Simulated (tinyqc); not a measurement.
# Threshold-voltage variability of a planar MOSFET, analytic estimates, step by step

Program tinyqc, `OMP_NUM_THREADS=1 python tinyqc.py 2090069 2090070 out.jsonl`; Intel Xeon 2.30GHz, shared host, one thread, about 0.01 s. Printed values are rounded.

Three independent sources add in quadrature: random dopants in the depleted layer, metal-gate grains of two orientations, and roughness of the two gate edges acting through the roll-off VT = VT(long) - Vr exp(-L/l). These are first-order estimates: no three-dimensional electrostatics, no percolation.

Inputs (values chosen for the exercise); material values close to those of germanium: temperature T = 300 K; band gap Eg = 0.672 eV; relative permittivity of the semiconductor eps_r = 15.9; conduction-band density of states at T Nc = 1.02e19 cm^-3; valence-band density of states at T Nv = 5.96e18 cm^-3; channel doping Na = 4.4e18 cm^-3; oxide-equivalent thickness in inversion ti = 1.9 nm; gate length L = 65 nm; gate width W = 270 nm; metal grain size G = 10 nm; work-function difference of the two grain orientations dW = 0.15 eV; share of the orientation of higher work function p = 0.3; rms roughness of one gate edge De = 1.8 nm; correlation length of the roughness La = 10 nm; decay length of the threshold roll-off l = 15 nm; prefactor of the roll-off Vr = 1.8 V; subthreshold factor n = 1.42; gm/I of a matched pair gI = 15 1/V; spread of the gain factor of one device sb = 0.9 %; number of cells Nb = 268435456; wanted yield Y = 0.59.

Constants: q = 1.602176634e-19 C, kB = 1.380649e-23 J/K, Vt = kB T/q, eps0 = 8.8541878128e-14 F/cm where lengths are in cm. Results are converted to the units shown.

## Random dopants

ni = sqrt(Nc Nv) exp(-Eg/(2 Vt)), Eg in volts; Cox = 3.9 eps0/ti; Wd = sqrt(4 eps0 eps_r Vt ln(Na/ni)/(q Na)); dopants: s1 = (q/Cox) sqrt(Na Wd/(3 L W)). The slope A1 = s1 sqrt(L W); mean number of dopants Na L W Wd.

Cox = 1.81744 uF/cm^2
Wd = 16.0183 nm
mean number of dopants = 1236.93
A1 = 1.35121 mV um
s1 = 10.1997 mV

Counting alone, 1/sqrt(N) of the depletion voltage q Na Wd/Cox = 621 mV, would give sqrt(3) times more: dopants deep in the layer act less on the surface.

## Metal grains and edge roughness

Grains: Ng = L W/G^2 (at least 1), s2 = dW sqrt(p (1 - p)/Ng). Edges, with exponential correlation and u = W/La: the mean gate length has sL^2 = 2 De^2 (2/u)[1 - (1 - exp(-u))/u]; s3 = sL (Vr/l) exp(-L/l).

Ng = 175.5
s2 = 5.18875 mV
sL = 0.679869 nm
dVT/dL = 1.57485 mV/nm
s3 = 1.07069 mV

## Total spread, mismatch and leakage

s = sqrt(s1^2 + s2^2 + s3^2). For a pair: s(dVT) = sqrt(2) s; current mismatch sqrt(2) sqrt((gI s)^2 + sb^2); input offset = current mismatch/gI. For a Gaussian VT the off current is log-normal with mean/median = exp(s^2/(2 (n Vt)^2)).

s = 11.4936 mV
s(dVT) = 16.2544 mV
current mismatch = 24.4148 %
input offset = 16.2765 mV
mean/median of Ioff = 1.05023

The dopants give 78.8 % of the variance; without them s would be 5.30 mV.

## Iteration 1: margin in standard deviations for the wanted yield

k at the start = 4

Cells fail independently with probability Q(k) = erfc(k/sqrt(2))/2 when the margin is k standard deviations, and Y = exp(-Nb Q(k)). phi = exp(-k^2/2)/sqrt(2 pi). Newton steps on ln Q(k) = ln(-ln(Y)/Nb): k(new) = k + [ln Q - ln(-ln(Y)/Nb)] Q/phi.

Q(k) = 3.16712e-5
phi = 1.33830e-4
k after iteration 1 = 6.29254

## Iteration 2: margin in standard deviations for the wanted yield

As before.

Q(k) = 1.56156e-10
phi = 1.00632e-9
k after iteration 2 = 5.89953

## Course of the iteration: margin in standard deviations for the wanted yield

Stop when k changes by less than 1e-9, or after 30 iterations.

Course of the iteration:
```
iteration        k  |change|
1          6.29254      2.29
2          5.89953     0.393
3          5.88708    0.0125
4          5.88706   1.25e-5
5          5.88706  1.26e-11
```

Converged in 5 iterations. At the end the number of correct digits about doubles with each step. With s(dVT) = 16.3 mV, 5.89 standard deviations are 95.7 mV.
